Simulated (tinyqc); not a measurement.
Deformation-potential model of the X valleys of a conduction band, step by step. Values are carried at full precision from step to step, so a last printed digit may differ when a step is redone from the rounded ones.

s11 = (C11 + C12)/((C11 - C12)(C11 + 2 C12)), s12 = -C12/((C11 - C12)(C11 + 2 C12)), s44 = 1/C44; exx = s11 sxx + s12 (syy + szz) and cyclic, exy = s44 sxy/2; tension is positive. A uniaxial stress X along the unit vector n is s_ij = X n_i n_j.

Constants: kB = 8.617333262e-05 eV/K; hbar^2/2m0 = 3.80998211 eV angstrom^2.

Values chosen for the exercise (near those of GaP; shifted at random, so the results belong to these values and not to a real crystal): C11 = 142.3 GPa; C12 = 63.2 GPa; C44 = 71.6 GPa; load = uniaxial [111] (kind of stress); X = 1.69 GPa (stress); Xd = 1.35 eV (dilation potential); Xu = 6.16 eV (uniaxial potential); T = 300 K (temperature); ml = 2.033 m0 (longitudinal mass); mt = 0.256 m0 (transverse mass).

## Strain from a uniaxial [111] stress

Form the compliances and the strain.

s11, s12, s44 (1/TPa): [9.6687, -2.9735, 13.9665]

strain tensor, rows x, y, z and columns alike:
```
[[0.002097, 0.003934, 0.003934],
 [0.003934, 0.002097, 0.003934],
 [0.003934, 0.003934, 0.002097]]
```

## Valley shifts

Valleys with axes along x, y and z, one whole valley each. Herring-Vogt shift of a valley with unit axis a: dE = Xd tr(e) + Xu a.e.a. Non-degenerate shares n_i = exp(-dE_i/kT)/sum_j exp(-dE_j/kT). Inverse mass tensor of a valley: (1 - a a)/mt + a a/ml; the masses are taken as independent of strain.

Apply the Herring-Vogt formula to each valley.

Xd tr(e) = 8.49 meV

a.e.a: x 0.002097, y 0.002097, z 0.002097

shifts dE (meV): x 21.41, y 21.41, z 21.41

All valleys shift alike: this load keeps them equivalent by symmetry.

## Shares of the electrons

Boltzmann factors of the shifts.

kT = 25.852 meV

shares: x 0.3333, y 0.3333, z 0.3333

effective number of valley axes, 1/(largest share) = 3.000

## Conductivity mass tensor

With one scattering time for all valleys the conductivity goes as M = sum_i n_i (inverse mass tensor of valley i); along the unit vector u, 1/m_c = u.M.u. Without stress 1/m_c = (1/ml + 2/mt)/3. Take u along [001].

M (1/m0), rows x, y, z and columns alike:
```
[[2.768, 0.000, 0.000],
 [0.000, 2.768, 0.000],
 [0.000, 0.000, 2.768]]
```

m_c along [001] = 0.3613 m0
m_c without stress = 0.3613 m0

The mobility along [001] does not change; with all electrons in the valleys lightest or heaviest along this direction it would change by +41 or -82 %.

## Effective density of states

Each of the 3 whole valleys has m_d = (ml mt^2)^(1/3) and N = 2 (m_d kT/(4 pi c))^(3/2), c = hbar^2/2m0. Counted from the lowest edge, Nc = N x sum_i exp(-(dE_i - dE_min)/kT). 1 angstrom^-3 = 1e24 cm^-3.

m_d = 0.5107 m0
N of one valley = 9.160e+18 cm^-3
Nc under stress = 2.748e+19 cm^-3
Nc without stress = 2.748e+19 cm^-3

## Piezoresistance from repopulation

For small stress d(rho)/rho = pi X. For valleys on the cube axes pi11 = -(2/3) Xu (s11 - s12)/kT x (K - 1)/(2K + 1), pi12 = -pi11/2, pi44 = 0, K = ml/mt. For stress along [110]: pi_l = (pi11 + pi12 + pi44)/2 with the current along it and pi_t = (pi11 + pi12 - pi44)/2 with the current along [1-10]. 1/GPa = 100 x 1e-11/Pa.

K = 7.941

pi11, pi12, pi44 (1e-11/Pa): [-82.6, 41.3, 0.0]

pi_l, pi_t for [110] (1e-11/Pa): [-20.6, -20.6]

Only the transfer between valleys is counted; changes of mass and of intervalley scattering add to it in a real crystal.

## Checks

- Conductivity mass at zero stress against 3/(1/ml + 2/mt): both 0.3612550.
- Piezoresistance coefficients by finite differences against the closed form: largest difference 1.2e-08.

(tinyqc, `OMP_NUM_THREADS=1 python tinyqc.py 1051234 1051235 out.jsonl`, Intel(R) Xeon(R) Processor @ 2.30GHz, 1 thread, shared host, about 0.01 s.)
